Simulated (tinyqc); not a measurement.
MP2 on RHF in the 3-21g basis, for H2, spin multiplicity 1, step by step. One step of it, computed by the program tinyqc.

Problem. Iteration 8 (converged): orbitals. Diagonalise F' = X^T F X, C = X C', fill 1 alpha and 1 beta electrons from the bottom; D = 2 C_occ C_occ^T. Each column has its largest component positive (the first on a tie).

converged F (hartree), lower triangle:
```
,1H 1s,1H 2s,2H 1s,2H 2s
1H 1s,0.076780
1H 2s,-0.513925,-0.356529
2H 1s,-0.544743,-0.525996,0.076780
2H 2s,-0.525996,-0.400853,-0.513925,-0.356529
```

X:
```
,1,2,3,4
1H 1s,-0.694807,0.785626,0.843217,0.270819
1H 2s,2.078951,-0.652731,0.281812,0.325957
2H 1s,0.694807,0.785626,-0.843217,0.270819
2H 2s,-2.078951,-0.652731,-0.281812,0.325957
```

Give: F' = X^T F X; orbital energies; coefficients C; D after iteration 8.

Solution.

F' = X^T F X (hartree), lower triangle:
```
,1,2,3,4
1,0.9135
2,0.0000,0.9101
3,-0.6387,0.0000,0.9023
4,0.0000,-0.0418,0.0000,-0.5968
```

orbital energies (hartree): MO1 -0.5979, MO2 0.2692, MO3 0.9112, MO4 1.5467

coefficients C:
```
,MO1,MO2,MO3,MO4
1H 1s,0.2925,0.1097,0.7778,-1.0871
1H 2s,0.3077,1.6637,-0.6615,1.2780
2H 1s,0.2925,-0.1097,0.7778,1.0871
2H 2s,0.3077,-1.6637,-0.6615,-1.2780
```

D after iteration 8, lower triangle:
```
,1H 1s,1H 2s,2H 1s,2H 2s
1H 1s,0.1711
1H 2s,0.1800,0.1894
2H 1s,0.1711,0.1800,0.1711
2H 2s,0.1800,0.1894,0.1800,0.1894
```
